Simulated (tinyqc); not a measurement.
X-ray reflectivity of a thin film on silicon: critical angles, Parratt recursion, fringes and roughness: one step, computed by the program tinyqc.

n = 1 - delta + i beta; the classical electron radius is r_e = 2.8179403e-6 nm. Layer 0 is vacuum, 1 the film, 2 the substrate.

Problem. Reflectivity at one angle. k_j = (2 pi/lambda) sqrt(sin^2 theta - 2 delta_j + 2 i beta_j); r_ij = (k_i - k_j)/(k_i + k_j) x exp(-2 k_i k_j sigma^2) (Nevot-Croce); r = (r_01 + r_12 p)/(1 + r_01 r_12 p), p = exp(2 i k_1 d); R = |r|^2.

Inputs (values chosen for the exercise, modelled on TiN on silicon, copper K-alpha radiation):

| quantity | value | unit |
|---|---|---|
| wavelength lambda | 0.15406 | nm |
| film thickness d | 38.5 | nm |
| roughness of the surface sigma_1 | 0.23 | nm |
| roughness of the interface sigma_2 | 0.34 | nm |
| grazing angle theta | 2.43 | degrees |

Constants:

| layer | rho_e (1/nm^3) | delta | beta | critical angle (degrees) | q_c (1/nm) |
|---|---|---|---|---|---|
| film | 1394.547 | 1.484448e-05 | 1.098491e-06 | 0.3121908 | 0.4444444 |
| substrate | 711.402 | 7.572626e-06 | 1.741704e-07 | 0.2229774 | 0.3174375 |

Give: k_0, k_1, k_2; 1000 r_01; 1000 r_12; p; reflectivity R; q = 4 pi sin(theta)/lambda.

Solution.

k_0, k_1, k_2 (1/nm): 1.729  1.715+0.001i  1.722

1000 r_01 = 3.042-0.228i

1000 r_12 = -1.035+0.133i

p = 0.9169+0.0891i

reflectivity R = 4.372e-06

q = 4 pi sin(theta)/lambda = 3.458 1/nm
